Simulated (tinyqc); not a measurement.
# Trap and transport parameters from the curve

Question. A layer shows an ohmic current q n0 mu V/L, then a square law (9/8) th eps0 eps_r mu V^2/L^3 above Vx = 8 q n0 L^2/(9 th eps0 eps_r), and trap filling at V_TFL = q Nt L^2/(2 eps0 eps_r). th = y/(1 + y), y = (Nc/Nt) exp(-Et/kB T). The square-law current at V is given. Find th, n0, Nt and Et.

Values chosen for this exercise: temperature T = 350 K; relative permittivity eps_r = 22.2; mobility mu = 0.078 cm^2/(V s); thickness L = 5100 nm; band density of states Nc = 7.8e19 cm^-3; voltage V = 5.6 V.

Constants: q = 1.602176634e-19 C, kB = 1.380649e-23 J/K, Vt = kB T/q, eps0 = 8.8541878128e-14 F/cm where lengths are in cm. Results are converted to the units shown.

Mott-Gurney J = 0.037981238 A/cm^2
Vx = 0.19018209 V
V_TFL = 29.680901 V

Answer. The square law gives th, Vx gives n0, V_TFL gives Nt, and th with Nt gives Et.

th = 0.931
n0 = 9.40e12 cm^-3
Nt = 2.80e15 cm^-3
Et = 0.230 eV

Program tinyqc, `OMP_NUM_THREADS=1 python tinyqc.py 2370121 2370122 out.jsonl`; Intel Xeon 2.30GHz, shared host, one thread, about 0.01 s.
